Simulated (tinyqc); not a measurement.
MOSFET in the linear regime without short-channel effects, parameter extraction from computed curves: extraction methods against the temperature.

Inversion charge Q = Cox n Vt W0(exp((Vg - VT)/(n Vt))), W0 the Lambert function and n = nf; u = Q/Cox; mobility mu = mu0/(1 + th1 u + th2 u^2); channel resistance Rch = (L - dL)/(W mu Q); Id = Vd/(Rch + Rsd/W). Cox = eps0 eox/tox. Small Vd, no channel-length or drain effects.

From the continuous curve Id(Vg): tangent at peak gm (V_ext = Vg - Id/gm); constant current Id = 0.1 uA W/L; peak of d2Id/dVg2; Y = Id/sqrt(gm) drawn through Vg = VT + 0.6 and VT + 0.8 V, with intercept VT_Y and slope s. Mobilities gm,max L/(W Cox Vd) and s^2 L/(W Cox Vd) with the drawn L. Last column: share of Rsd/W in the total resistance at VT + 0.8 V.

Inputs (values chosen for the exercise); channel values of the order met in silicon transistors: relative permittivity of the gate insulator (close to silicon dioxide) eox = 3.9; insulator thickness tox = 1.1 nm; low-field mobility mu0 = 130 cm^2/(V s); first mobility attenuation factor th1 = 0.28 1/V; second mobility attenuation factor th2 = 0.07 1/V^2; threshold voltage VT = 0.25 V; body factor nf = 1.37; gate width W = 1 um; drawn gate length L = 0.13 um; drawn less effective length dL = 0.015 um; source plus drain resistance Rsd = 460 ohm um; drain voltage Vd = 0.05 V.

Constants: q = 1.602176634e-19 C, kB = 1.380649e-23 J/K, Vt = kB T/q, eps0 = 8.8541878128e-14 F/cm where lengths are in cm. Results are converted to the units shown.

Results:

| T (K) | V_ext (V) | constant current (V) | second derivative (V) | VT_Y (V) | mobility from gm (cm^2/(V s)) | mobility from Y (cm^2/(V s)) | series share (%) |
|---|---|---|---|---|---|---|---|
| 77 | 0.251 | 0.248 | 0.247 | 0.295 | 104 | 157 | 49.7 |
| 110 | 0.249 | 0.240 | 0.245 | 0.301 | 97.3 | 155 | 49.4 |
| 150 | 0.245 | 0.230 | 0.243 | 0.305 | 91.3 | 152 | 49.1 |
| 300 | 0.226 | 0.180 | 0.231 | 0.312 | 76.7 | 142 | 48.0 |
| 370 | 0.215 | 0.154 | 0.224 | 0.312 | 72.0 | 137 | 47.6 |
| 450 | 0.201 | 0.122 | 0.215 | 0.310 | 67.5 | 132 | 47.2 |

Estimate the missing row, T = 220 K.

Computed row:

| T (K) | V_ext (V) | constant current (V) | second derivative (V) | VT_Y (V) | mobility from gm (cm^2/(V s)) | mobility from Y (cm^2/(V s)) | series share (%) |
|---|---|---|---|---|---|---|---|
| 220 | 0.237 | 0.208 | 0.238 | 0.310 | 83.4 | 147 | 48.5 |

With this row back in the table: The model has VT = 0.25 V and mu0 = 130 cm^2/(V s). Over the table the extracted thresholds move by 50 mV (tangent), 130 mV (constant current), 32 mV (second derivative), 17 mV (Y function). The mobility from gm falls from 104 to 67.5 and that from Y falls from 157 to 132 cm^2/(V s).

Numbers from tinyqc (`OMP_NUM_THREADS=1 python tinyqc.py 2210117 2210118 out.jsonl`; about 0.01 s on one thread of a shared Intel Xeon 2.30GHz).
